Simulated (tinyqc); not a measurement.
# Resistance of a tapered via with liner, size effect and interface: effects of single changes

A round via whose diameter grows from db at the bottom as D(z) = db + 2 z/tan(ang). The fill, of diameter D - 2 tl, starts above the bottom liner (thickness fb tl) and has rho = rho0 (1 + ks lam/(D - 2 tl)); the sidewall liner conducts in parallel with it. The bottom liner and the interface are crossed over the full area pi db^2/4. Spreading in the lines above and below is left out.

Parameters, values chosen for the exercise; fill metal close to cobalt: diameter at the bottom db = 31 nm; height hv = 67 nm; sidewall angle ang = 86 degrees; bulk resistivity of the fill rho0 = 6.09 uohm cm; mean free path of the fill lam = 12 nm; size-effect factor ks = 1.4; liner on the sidewall tl = 1.1 nm; liner at the bottom over that on the sidewall fb = 1; resistivity of the liner rl = 310 uohm cm; interface resistivity at the bottom ri = 3.1e-12 ohm cm^2; ballistic conductance per area, about 3/(4 rho0 lam) Sb = 1e15 S/m^2; bulk resistivity of the second fill (close to molybdenum) rho2 = 5.28 uohm cm; its mean free path lam2 = 11.2 nm; its liner tl2 = 0.6 nm.

Each table varies one quantity; the others keep the values above.

## Via resistance against the diameter at the bottom

Slices between z0 = fb tl and hv, evaluated at their midpoints: conductance per length pi/4 [(D - 2 tl)^2/rho + (D^2 - (D - 2 tl)^2)/rl], slice resistance = slice height over that. 2000 slices. R_fill = sum of the slices; R_bottom = rl fb tl/(pi db^2/4); R_interface = ri/(pi db^2/4); ballistic (Sharvin) limit 1/(Sb pi (db - 2 tl)^2/4); ideal cylinder rho0 hv/(pi db^2/4).

Via resistance against the diameter at the bottom:
columns A: db (nm); B: R_fill (ohm); C: R_bottom (ohm); D: R_interface (ohm); E: R (ohm); F: ballistic limit (ohm); G: R over ideal cylinder; H: largest part
```
A         B       C        D      E       F      G     H
6     343.0   120.6    10.96  474.5   88.17  3.288  fill
8.3   147.3   63.02    5.729  216.0   34.22  2.865  fill
11    73.91   35.88    3.262  113.1   16.44  2.633  fill
16    30.72   16.96    1.542  49.22   6.686  2.426  fill
22    14.90   8.971   0.8155  24.69   3.248  2.300  fill
30    7.475   4.824   0.4386  12.74   1.647  2.207  fill
42    3.582   2.461   0.2238  6.267  0.8038  2.128  fill
58    1.789   1.291   0.1173  3.197  0.4089  2.070  fill
80   0.9043  0.6784  0.06167  1.644  0.2104  2.026  fill
```

Read the table: what changes, and by how much?

R falls from 475 to 1.64 ohm. The fill is the largest part at db = 6 and in all other rows. R goes as db^(-2.43) between the first two rows and db^(-2.07) between the last two; area alone gives -2.

## Via resistance against the interface resistivity at the bottom

Same model as above.

2000 slices.

The same in every row: R_fill (ohm) = 6.954; R_bottom (ohm) = 4.518; ballistic limit (ohm) = 1.535.

Results:
```
ri (ohm cm^2)  R_interface (ohm)  R (ohm)  R over ideal cylinder  largest part
2e-13                    0.02650    11.50                  2.127          fill
5e-13                    0.06625    11.54                  2.134          fill
1e-12                     0.1325    11.60                  2.147          fill
6e-12                     0.7949    12.27                  2.269          fill
1e-11                      1.325    12.80                  2.367          fill
3e-11                      3.975    15.45                  2.857          fill
```

Estimate the missing row, ri = 2e-12 ohm cm^2.

Computed row:
```
ri (ohm cm^2)  R_interface (ohm)  R (ohm)  R over ideal cylinder  largest part
2e-12                     0.2650    11.74                  2.171          fill
```

With this row back in the table: R rises from 11.5 to 15.4 ohm. The fill is the largest part at ri = 2e-13 and in all other rows. The share of the two bottom terms goes from 39.5 to 55.0 %.

## Two fill metals against the diameter

2000 slices. R_fill = sum of the slices; R_bottom = rl fb tl/(pi db^2/4); R_interface = ri/(pi db^2/4). The second fill has rho2, lam2 and tl2 in place of rho0, lam and tl.

Two fill metals against the diameter:
```
db (nm)  R, first fill (ohm)  R, second fill (ohm)  ratio second/first
6                      474.5                 276.0              0.5817
8.5                    204.3                 129.0              0.6315
12                     92.97                 61.79              0.6646
17                     43.12                 29.63              0.6872
24                     20.49                 14.39              0.7024
35                     9.195                 6.561              0.7135
49                     4.541                 3.270              0.7201
70                     2.166                 1.570              0.7248
100                    1.040                0.7567              0.7278
```

The ratio goes from 0.582 to 0.728. The second fill gives the lower R in every row.

Computed by the program tinyqc: `OMP_NUM_THREADS=1 python tinyqc.py 2750109 2750110 out.jsonl`, one thread of a shared Intel Xeon 2.30GHz, about 0.01 s for the whole run.
